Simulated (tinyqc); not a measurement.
Changing the transverse velocity vT_2: thermal boundary conductance by the acoustic and diffuse mismatch models. Computed by tinyqc, a small Python program. Command: `OMP_NUM_THREADS=1 python tinyqc.py 3013437 3013438 out.jsonl kapitza sweep`. One thread of a shared host (Intel(R) Xeon(R) Processor @ 2.30GHz), about 0.01 s of CPU time with the checks.

Each side has one longitudinal and two transverse Debye branches, omega = v q up to q_D = (6 pi^2 n)^(1/3), with n counting all atoms. Scattering at the interface is elastic. Electrons are left out of G, also for metals. Melting is ignored. G refers to the temperatures of the phonons sent towards the interface. Linear branches over all atoms overstate G at high T, most for crystals with several atoms a cell.

Inputs (values chosen for the exercise, modelled on silicon (side 1) and copper (side 2)): density rho_1 = 2.36 g/cm^3; longitudinal velocity vL_1 = 8900 m/s; transverse velocity vT_1 = 5170 m/s; atom density n_1 = 51.3 1/nm^3; density rho_2 = 9.14 g/cm^3; longitudinal velocity vL_2 = 4970 m/s; atom density n_2 = 84.8 1/nm^3; conductivity kappa_2 = 406 W/(m K); temperature T = 50 K.

Structure: superlattice.

Constants: hbar = 1.054571817e-34 J s; k_B = 1.380649e-23 J/K.

Method:
- omega_c = v q_D for each branch, given as hbar omega_c/k_B; impedance Z = rho v.
- No mode conversion. t(theta) = 4 Z_1 Z_2 cos(theta_1) cos(theta_2)/N^2, with N = Z_2 cos(theta_1) + Z_1 cos(theta_2) for L (the form for pressure waves) and N = Z_1 cos(theta_1) + Z_2 cos(theta_2) for both T branches (the form for shear waves polarised along the interface); sin(theta_2) = (v_2/v_1) sin(theta_1), and t = 0 beyond the critical angle arcsin(v_1/v_2); the mean over the incoming flux is alpha = 2 int t sin(theta_1) cos(theta_1) d theta_1 (64 Gauss-Legendre points).
- A phonon forgets its side and branch: alpha(1 to 2) = S_2/(S_1 + S_2), S_i = 1/vL_i^2 + 2/vT_i^2.
- G = (k_B^4 T^3/(8 pi^2 hbar^3)) int W(x) x^4 e^x/(e^x - 1)^2 dx, x = hbar omega/(k_B T). Acoustic mismatch: W = sum over the three branches of alpha(1 to 2)/v_1^2, each up to the lower of its two cut-offs. Diffuse mismatch: W = S_1 S_2/(S_1 + S_2), where S_i sums 1/v^2 over the branches of side i still below their cut-off. Radiation limit: W = min(S_1, S_2). The integral is split at the four cut-offs (64 Gauss-Legendre points a piece, x at most 45).
- Boundary resistance R = 1/G and Kapitza length kappa_2/G use the diffuse value.

One run for each value; columns: (1) transverse velocity vT_2 (m/s); (2) diffuse alpha, 1 to 2; (3) G, diffuse mismatch (MW/(m^2 K)); (4) G, acoustic mismatch (MW/(m^2 K)); (5) G, radiation limit (MW/(m^2 K)):
```
(1)       (2)     (3)     (4)     (5)
1240  0.93879  53.880  38.887   67.47
1450  0.91897  60.106  46.919   73.56
1700  0.89335  66.837  55.696   80.82
1990  0.86184  72.918  63.940   88.52
2330  0.82381  77.252  70.545   95.91
2720  0.78042  78.896  74.548  101.99
3190  0.73049  77.634  75.923  106.49
3730  0.67812  74.001  75.241  109.10
```

Describe and explain the trends.

Over the rows, diffuse alpha, 1 to 2 falls from 0.939 to 0.678 (exponent d ln y / d ln x -0.14 between the first rows and -0.48 between the last); G, diffuse mismatch (MW/(m^2 K)) goes from 53.9 through a maximum among these rows, 78.9 at 2720, to 74.0; G, acoustic mismatch (MW/(m^2 K)) goes from 38.9 through a maximum among these rows, 75.9 at 3190, to 75.2. A slower side 2 offers more states (S_2 ~ 1/v^2), which raises the diffuse transmission from side 1, but it also lowers its cut-off, which narrows the window of shared frequencies once it lies below the cut-offs of side 1.

Caution (all rows): kappa_2 is of room-temperature size, so the Kapitza length is only nominal at this T.

Extremes, crossings and ranges named in words are read from the listed rows.
